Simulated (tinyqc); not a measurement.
# Deal-Grove kinetics of thermal oxidation of silicon, step by step

A worked calculation. Computed by tinyqc, a small Python program that keeps every step. Command: `OMP_NUM_THREADS=1 python tinyqc.py 3030412 3030413 out.jsonl oxide walk`. One thread of a shared host (Intel(R) Xeon(R) Processor @ 2.30GHz), about 0.03 s of CPU time with the checks. Intermediate numbers are printed to about 6 digits and carried at full precision; extremes and crossings named in words are read from the listed rows.

Oxidant diffuses through the oxide and reacts at the interface, so that dx/dt = B/(A + 2x) for the oxide thickness x.

Inputs (values chosen for the exercise, close to those used for silicon):
```
quantity                              value    unit
prefactor B0                            408  um^2/h
activation energy E_B                 0.786      eV
prefactor (B/A)0                   8.85e+07    um/h
activation energy E_A                  2.04      eV
temperature T                           825       C
oxidant pressure p                      0.1     atm
pressure exponent m of B/A                1       -
initial oxide x_i                     0.025      um
time t                                  8.9       h
field oxide beside the window x_f      0.87      um
```

Ambient: steam. Surface: (100). Extension: masking step.

Constants: k_B = 8.617333262e-05 eV/K.

## Rate constants

B = B0 p exp(-E_B/(k_B T)), B/A = (B/A)0 p^m exp(-E_A/(k_B T)), p in atm; A = B/(B/A). Temperatures in kelvin are T(C) + 273.15.

parabolic constant B = 0.0100796 um^2/h

linear constant B/A = 0.00384326 um/h

length A = 2.62267 um

Reaction at the interface limits growth while x is well below A/2 = 1.31 um, diffusion once x is well above it.

## Thickness after the oxidation

tau = (x_i^2 + A x_i)/B and x = (A/2) [sqrt(1 + 4 B (t + tau)/A^2) - 1], the root of x^2 + A x = B (t + tau). Silicon consumed is 0.44 times the oxide grown; the rate is B/(A + 2x).

tau = 6.56690 h

oxide thickness x = 0.0581539 um

silicon consumed = 0.0145877 um

final growth rate = 0.00368006 um/h

2x/A = 0.0443: the interface reaction limits the rate.

## Full law against its linear and parabolic limits

Linear limit x = (B/A)(t + tau); parabolic limit x = sqrt(B (t + tau)).

Thickness (um):
```
t (h)      full  linear limit  parabolic limit      2x/A
0.05   0.025189      0.025430         0.258255  0.019208
0.1    0.025377      0.025623         0.259229  0.019352
0.25   0.025943      0.026199         0.262129  0.019783
0.5    0.026884      0.027160         0.266892  0.020502
1      0.028766      0.029082         0.276172  0.021937
2      0.032522      0.032925         0.293855  0.024800
4      0.040001      0.040611         0.326359  0.030504
8      0.054838      0.055984         0.383182  0.041818
16     0.084038      0.086730         0.476933  0.064086
32     0.140677      0.148223         0.623489  0.107278
```

Both limits lie above the full result, since each drops one resistance. The linear law overshoots by 0.96 % in the first row and 5.4 % in the last, the parabolic law by 930 % and 340 %. The linear law is the better one in every row, as 2x/A stays below 1.24.

## A window beside field oxide

The same oxidation acts on the field oxide, with x_f in place of x_i. Each region consumes 0.44 times the oxide it grows; the step in the silicon surface is the difference, and the step in the oxide surface is (x_f(new) - 0.44 growth) against the same for the window, counted from the silicon surface before this oxidation.

field oxide afterwards = 0.890467 um

step in the silicon = 0.00558234 um

step in the oxide surface = 0.837895 um

The field oxide grows by 0.0205 um and the window by 0.0332 um: the thicker film slows the oxidant.

Checks made by the program: closed form against Runge-Kutta integration of dx/dt (relative difference below 1e-10).
